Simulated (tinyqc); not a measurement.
Optical gain and spontaneous emission in a bulk direct-gap semiconductor: one step. Occupations and gain at E. Four cases, with inputs chosen for the exercise.

Problem. Use mr and alpha from the table.

For band j the electron sits at Ee = (E - Eg) mr/me above its edge and the hole at Eh = (E - Eg) mr/mj; fe = 1/(1 + exp((Ee - Fc)/kT)), fh = 1/(1 + exp((Eh - Fv)/kT)); gain g = sum_j alpha_j (fe + fh - 1).

Give: Energies, occupations and gain of each hole band; total gain.

Case 1.

Values chosen (near those of InGaAs; shifted at random, so the results belong to these values and not to a real crystal): E = 0.835 eV (photon energy); Eg = 0.756 eV (direct gap); me = 0.0415 m0 (electron mass); mhh = 0.438 m0 (heavy-hole mass); mlh = 0.0523 m0 (light-hole mass).

mr, J and alpha of each hole band:
```
hole     mr (m0)  J (1/(eV angstrom^3))  alpha (1/cm)
heavy  0.0379082            1.41319e-05      4001.599
light  0.0231391            6.73938e-06      1908.331
```

Fc = 0.209178 eV
Fv = -0.034697 eV
kT = 0.03446933 eV

Solution.

Energies, occupations and gain of each hole band:
```
hole   Ee (eV)  Eh (eV)     fe     fh  g (1/cm)
heavy   0.0722   0.0068  0.982  0.231       849
light   0.0440   0.0350  0.992  0.117       208
```

total gain = 1057 1/cm

E - Eg = 0.0790 eV is below Fc + Fv = 0.1745 eV, so both bands give gain (Bernard-Duraffourg).

Case 2.

Values chosen (near those of InGaAs; shifted at random, so the results belong to these values and not to a real crystal): E = 0.85 eV (photon energy); Eg = 0.744 eV (direct gap); me = 0.0419 m0 (electron mass); mhh = 0.464 m0 (heavy-hole mass); mlh = 0.0538 m0 (light-hole mass).

mr, J and alpha of each hole band:
```
hole     mr (m0)  J (1/(eV angstrom^3))  alpha (1/cm)
heavy  0.0384297            1.67086e-05      4693.916
light  0.0235551            8.01799e-06      2252.480
```

Fc = 0.117256 eV
Fv = -0.052854 eV
kT = 0.03016067 eV

Solution.

Energies, occupations and gain of each hole band:
```
hole   Ee (eV)  Eh (eV)     fe     fh  g (1/cm)
heavy   0.0972   0.0088  0.660  0.115     -1056
light   0.0596   0.0464  0.871  0.036      -209
```

total gain = -1266 1/cm

E - Eg = 0.1060 eV is above Fc + Fv = 0.0644 eV, so both bands give loss (Bernard-Duraffourg).

Case 3.

Values chosen (near those of GaN; shifted at random, so the results belong to these values and not to a real crystal): E = 3.455 eV (photon energy); Eg = 3.402 eV (direct gap); me = 0.1991 m0 (electron mass); mhh = 1.387 m0 (heavy-hole mass); mlh = 0.2932 m0 (light-hole mass).

mr, J and alpha of each hole band:
```
hole     mr (m0)  J (1/(eV angstrom^3))  alpha (1/cm)
heavy  0.1741074            0.000113933      7933.810
light  0.1185783            6.40371e-05      4459.274
```

Fc = 0.040778 eV
Fv = -0.055774 eV
kT = 0.02585200 eV

Solution.

Energies, occupations and gain of each hole band:
```
hole   Ee (eV)  Eh (eV)     fe     fh  g (1/cm)
heavy   0.0463   0.0067  0.446  0.082     -3742
light   0.0316   0.0214  0.588  0.048     -1622
```

total gain = -5364 1/cm

E - Eg = 0.0530 eV is above Fc + Fv = -0.0150 eV, so both bands give loss (Bernard-Duraffourg).

Case 4.

Values chosen (near those of GaN; shifted at random, so the results belong to these values and not to a real crystal): E = 3.398 eV (photon energy); Eg = 3.331 eV (direct gap); me = 0.1972 m0 (electron mass); mhh = 1.342 m0 (heavy-hole mass); mlh = 0.292 m0 (light-hole mass).

mr, J and alpha of each hole band:
```
hole     mr (m0)  J (1/(eV angstrom^3))  alpha (1/cm)
heavy  0.1719350            0.000125710      9094.141
light  0.1177073            7.12079e-05      5151.338
```

Fc = 0.136592 eV
Fv = -0.014074 eV
kT = 0.02585200 eV

Solution.

Energies, occupations and gain of each hole band:
```
hole   Ee (eV)  Eh (eV)     fe     fh  g (1/cm)
heavy   0.0584   0.0086  0.954  0.294      2251
light   0.0400   0.0270  0.977  0.170       753
```

total gain = 3005 1/cm

E - Eg = 0.0670 eV is below Fc + Fv = 0.1225 eV, so both bands give gain (Bernard-Duraffourg).

Computed by tinyqc, one run a case: `OMP_NUM_THREADS=1 python tinyqc.py N N+1 out.jsonl` with N = 1681231, 1681234, 1681517, 1681670; one thread of a shared Intel(R) Xeon(R) Processor @ 2.30GHz, about 0.09 s a run at most.
